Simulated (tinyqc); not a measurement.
Worked calculation: tight binding, honeycomb lattice. Computed by tinyqc, a small Python program that keeps every step. Settings: t1 = 2.73, t2 = 0, phi = 0.65, delta = 0, points = 5. Command: `OMP_NUM_THREADS=1 python tinyqc.py 30072 30073 out.jsonl` (the two numbers bound the seeds that draw the settings). One thread of a shared host (Intel(R) Xeon(R) Processor @ 2.60GHz), about 0.01 s of CPU time with the checks.

## Bloch Hamiltonian at k

Parameters chosen for this model:

| parameter | value | unit |
|---|---|---|
| t1 | 2.730000 | eV, nearest |
| t2 | 0 | eV, second neighbours |
| phi | 0.650000 | rad, phase of t2 (Haldane) |
| delta | 0 | eV, +/- on A and B |

k point k (fractions of the reciprocal vectors): 0.09000  0.48000

H_AB = -t1 (1 + exp(-i k.a1) + exp(-i k.a2)); H_AA = delta - 2 t2 sum cos(k.b + phi), H_BB = -delta - 2 t2 sum cos(k.b - phi), b = a1, a2 - a1, -a2.

H(k) at k (eV):
```
                   A                  B
A            0.00000  -2.32654+1.80497i
B  -2.32654-1.80497i            0.00000
```

## Levels at k

Diagonalise the Hermitian matrix.

eigenvalues (eV): -2.94461  2.94461

weights |c|^2 of the basis functions:
```
    band 1   band 2
A  0.50000  0.50000
B  0.50000  0.50000
```

## Bloch Hamiltonian at K

k point K (fractions of the reciprocal vectors): 0.33333  0.66667

As before.

H(k) at K (eV):
```
         A        B
A  0.00000  0.00000
B  0.00000  0.00000
```

## Levels at K

As before.

eigenvalues (eV): 0.00000  0.00000

## Bands along a path

The same steps at evenly spaced points between the labelled ones.

Bands along the path (eV):

| k | band 1 | band 2 |
|---|---|---|
| G | -8.19000 | 8.19000 |
| G-K 0.20 | -7.71796 | 7.71796 |
| G-K 0.40 | -6.38345 | 6.38345 |
| G-K 0.60 | -4.41723 | 4.41723 |
| G-K 0.80 | -2.15927 | 2.15927 |
| K | 0 | 0 |
| K-M 0.20 | -0.92345 | 0.92345 |
| K-M 0.40 | -1.68723 | 1.68723 |
| K-M 0.60 | -2.25796 | 2.25796 |
| K-M 0.80 | -2.61069 | 2.61069 |
| M | -2.73000 | 2.73000 |
| M-K' 0.20 | -2.61069 | 2.61069 |
| M-K' 0.40 | -2.25796 | 2.25796 |
| M-K' 0.60 | -1.68723 | 1.68723 |
| M-K' 0.80 | -0.92345 | 0.92345 |
| K' | 0 | 0 |

With 1 band(s) filled, the highest filled level on these points lies at K and the lowest empty one at K: the bands touch or overlap, so there is no gap.
